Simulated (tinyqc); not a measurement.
# Inputs raised by 5 %, one at a time

Model: ballistic transport through the one-dimensional subbands of a rectangular nanowire or nanosheet channel. Computed by tinyqc, a small Python program. Command: `OMP_NUM_THREADS=1 python tinyqc.py 3011421 3011422 out.jsonl wire sens`. One thread of a shared host (Intel(R) Xeon(R) Processor @ 2.30GHz), about 0.09 s of CPU time with the checks.

Hard walls, parabolic subbands, transport along x. Energies are counted from the bulk conduction band edge at the top of the barrier, which the gate pulls down by U; the source Fermi level lies at the bulk edge when U = 0.

Inputs (values chosen for the exercise, modelled on silicon):
```
quantity                                   value  unit
light mass m_t                              0.19   m_0
heavy mass m_l                             0.902   m_0
height a                                     2.7    nm
width b                                      4.4    nm
equivalent oxide thickness t                 1.1    nm
gate voltage above flat band V_G            0.89     V
drain voltage V_D                           0.01     V
temperature T                                300     K
mean free path for back-scattering lambda     47    nm
channel length L                              14    nm
```

Valleys: silicon [100] wire.

Constants: hbar^2/(2 m_0) = 3.80998212 eV angstrom^2; k_B = 8.617333262e-05 eV/K; m_0 = 9.1093837015e-31 kg; k_B = 1.380649e-23 J/K; hbar = 1.054571817e-34 J s; eps_0 = 8.8541878128e-12 F/m; e = 1.602176634e-19 C; h = 6.62607015e-34 J s.

Method:
- E_pq = (hbar^2 pi^2/2)(p^2/(m_y b^2) + q^2/(m_z a^2)); valley pairs: (m_x, m_y, m_z) = (m_t, m_t, m_l), (m_t, m_l, m_t), (m_l, m_t, m_t), each with degeneracy g = 2; the 10 lowest subbands are kept.
- F_j(eta) = (1/Gamma(j + 1)) int_0^infinity x^j/(1 + exp(x - eta)) dx, F_0 = ln(1 + exp(eta)). Integrals over x = E/(k_B T) use 160 Gauss-Legendre points in u = sqrt(x) from 0 to sqrt(max(eta, 0) + 32).
- With degeneracy g = 2, eta_i = (U - E_i)/(k_B T) and u = e V_D/(k_B T): line density n = sum_i g sqrt(2 m_x k_B T/pi)/(2 hbar) [F_-1/2(eta_i) + F_-1/2(eta_i - u)]; gate: e n = C_ox (V_G - U/e), C_ox = 3.9 eps_0 2 (a + b)/t (flat-plate estimate); I = (2 e k_B T/h) sum_i g [F_0(eta_i) - F_0(eta_i - u)].
- Linear conductance G = (2 e^2/h) sum_i g f(eta_i), g = 2, f = 1/(1 + exp(-eta_i)), with the barrier frozen at the eta_i above; current per perimeter I/(2(a + b)); with scattering, transmission lambda/(lambda + L) and low-bias resistance (1 + L/lambda)/G.

Runs; columns: (1) input moved; (2) from; (3) to; (4) ballistic current I (microampere); (5) mean velocity I/(e n) (1e7 cm/s); (6) ballistic conductance (microsiemens); (7) current per perimeter (microampere/micrometre):
```
(1)                                              (2)     (3)    (4)     (5)    (6)    (7)
base run                                           -       -  3.188  0.1232  337.2  224.5
height a (nm)                                    2.7   2.835  3.468  0.1280  366.5  239.7
width b (nm)                                     4.4    4.62  3.301  0.1230  350.1  225.5
equivalent oxide thickness t (nm)                1.1   1.155  3.055  0.1232  323.1  215.1
gate voltage above flat band V_G (V)            0.89  0.9345  3.400  0.1232  359.5  239.5
drain voltage V_D (V)                           0.01  0.0105  3.346  0.1294  337.9  235.6
mean free path for back-scattering lambda (nm)    47   49.35  3.188  0.1232  337.2  224.5
channel length L (nm)                             14    14.7  3.188  0.1232  337.2  224.5
```

Exponents ln(y'/y) / ln(x'/x):
```
input                                      ballistic current I  mean velocity I/(e n)  ballistic conductance  current per perimeter
height a                                                 1.725                  0.772                  1.709                  1.339
width b                                                  0.713                 -0.041                  0.774                  0.087
equivalent oxide thickness t                            -0.876                 -0.009                 -0.874                 -0.876
gate voltage above flat band V_G                         1.321                 -0.005                  1.312                  1.321
drain voltage V_D                                        0.990                  0.997                  0.047                  0.990
mean free path for back-scattering lambda                0.000                  0.000                  0.000                  0.000
channel length L                                         0.000                  0.000                  0.000                  0.000
```

To which inputs is each result most sensitive?

Among the inputs moved here: ballistic current I answers most in size to height a (exponent +1.725), next to gate voltage above flat band V_G (+1.321); its exponent is below 0.0005 for mean free path for back-scattering lambda, channel length L. Its exponent +0.990 in drain voltage V_D: the linear region, I = G V_D. mean velocity I/(e n) answers most in size to drain voltage V_D (exponent +0.997), next to height a (+0.772); its exponent is below 0.0005 for mean free path for back-scattering lambda, channel length L. ballistic conductance answers most in size to height a (exponent +1.709), next to gate voltage above flat band V_G (+1.312); its exponent is below 0.0005 for mean free path for back-scattering lambda, channel length L. current per perimeter answers most in size to height a (exponent +1.339), and about equally to gate voltage above flat band V_G (+1.321); its exponent is below 0.0005 for mean free path for back-scattering lambda, channel length L.
